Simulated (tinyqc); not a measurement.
Thermal stress, cracking, delamination and buckling of a thin film; Griffith cracks and misfitting inclusions: one step, computed by the program tinyqc.

Isotropic linear elasticity; the substrate is much thicker than the film; stress is positive in tension.

Problem. A misfitting inclusion. Film material fills a sphere of radius R in the substrate, with the misfit e = thermal strain (it wants to shrink if e > 0). Radial stress at the wall s0 = e/[(1 - 2 nu)/E + (1 + nu_s)/(2 E_s)]; inside it is uniform and hydrostatic; outside s_rr = s0 (R/r)^3, s_tt = -s_rr/2. Keep-out radius: where |s_rr| falls to 10 MPa (R if it is lower at the wall).

Inputs (values chosen for the exercise, modelled on an aluminium film on silicon): film Young's modulus E = 73.2 GPa; film Poisson ratio nu = 0.36; deposition temperature T_d = 500 K; final temperature T = 300 K; substrate Young's modulus E_s = 167 GPa; substrate Poisson ratio nu_s = 0.27; inclusion radius R = 3.5 micrometre.

Inclusion: sphere.

thermal strain = 0.00416

Give: radial stress at the wall s0; mean stress inside; keep-out radius.

Solution.

radial stress at the wall s0 = 545.39 MPa

mean stress inside = 545.39 MPa

keep-out radius = 13.273 micrometre

The stress does not depend on R; its reach scales with R. Hydrostatic tension inside drives voids to form.
